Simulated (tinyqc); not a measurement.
The same stress in different states: Raman shift of the zone-centre optical phonon of a diamond-structure crystal under stress. Computed by tinyqc, a small Python program. Command: `OMP_NUM_THREADS=1 python tinyqc.py 3028707 3028708 out.jsonl ramanstress walk`. One thread of a shared host (Intel(R) Xeon(R) Processor @ 2.30GHz), about 0.01 s of CPU time with the checks.

Axes x, y, z are the cube axes. Strain shifts the threefold optical mode and can split it; p, q and r are the phonon deformation potentials.

Inputs (values chosen for the exercise, for a model crystal): unstrained frequency omega_0 = 637 1/cm; p/omega_0^2 = -1.85; q/omega_0^2 = -1.6; r/omega_0^2 = -1.48; C11 = 391 GPa; C12 = 99.9 GPa; C44 = 158 GPa; stress sigma (tension positive) = 0.39 GPa.

Stress state: hydrostatic. Axis: none.

Method:
- S11 = (C11 + C12)/D, S12 = -C12/D, D = (C11 - C12)(C11 + 2 C12), S44 = 1/C44.
- eps_xx = S11 sigma_xx + S12 (sigma_yy + sigma_zz), and cyclic; eps_xy = S44 sigma_xy/2 (tensor strain).
- Secular matrix: M_xx = p eps_xx + q (eps_yy + eps_zz), M_xy = 2 r eps_xy; its eigenvalues are omega^2 - omega_0^2, and the shifts are these over 2 omega_0.
- Uniaxial: sigma n n^T; biaxial: sigma (1 - n n^T); hydrostatic: sigma 1. The line seen from (001) is taken as unresolved, at the intensity-weighted shift M_zz/(2 omega_0).

S44 = 6.32911 1/TPa

S11 = 2.85437 1/TPa

S12 = -0.580875 1/TPa

Shifts (1/cm):
```
state                   lowest   middle  highest  line seen from (001)
uniaxial [100]         -0.4250  -0.3184  -0.3184               -0.3184
uniaxial [110]         -0.9535  -0.3184   0.2101               -0.3184
uniaxial [001]         -0.4250  -0.3184  -0.3184               -0.4250
uniaxial [111]         -1.1296   0.0339   0.0339               -0.3539
biaxial, normal [001]  -0.7434  -0.7434  -0.6367               -0.6367
biaxial, normal [111]  -1.0957  -1.0957   0.0679               -0.7078
hydrostatic            -1.0618  -1.0618  -1.0618               -1.0618
```

What does the comparison show, and why?

Seen from (001), uniaxial stress along [100] and along [110] give the same shift (-0.318), and equal biaxial stress in the plane gives twice as much (-0.637), since only sigma_xx + sigma_yy and sigma_zz enter M_zz. Stress along [001] gives -0.425. One measured shift therefore fixes the stress only once its state is assumed: read as uniaxial in the plane, a shift implies twice the stress that it does read as biaxial.

Extremes, crossings and ranges named in words are read from the listed rows.
